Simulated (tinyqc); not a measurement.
Doping and thickness from pinch-off voltage and conductance.

Inverse problem. A uniform channel has Vp = q Nd a^2/(2 eps0 eps_r) and G0 = 2 q mu Nd a W/L. Find a and Nd.

Values chosen for this exercise; material values close to those of indium phosphide:
- eps_r = 12.3 (relative permittivity of the semiconductor)
- mu = 2200 cm^2/(V s) (low-field mobility at this doping)
- L = 0.3 um (gate length)
- W = 300 um (gate width)

Constants: q = 1.602176634e-19 C, eps0 = 8.8541878128e-14 F/cm where lengths are in cm. Results are converted to the units shown.

Vp = 2.5811303 V
G0 = 2248.8151 mS

Answer. G0 gives the product Nd a and Vp gives Nd a^2; their ratio is a.

a = 110.0 nm
Nd = 2.900e17 cm^-3

Program tinyqc, `OMP_NUM_THREADS=1 python tinyqc.py 2500017 2500018 out.jsonl`; Intel Xeon 2.30GHz, shared host, one thread, about 0.06 s.
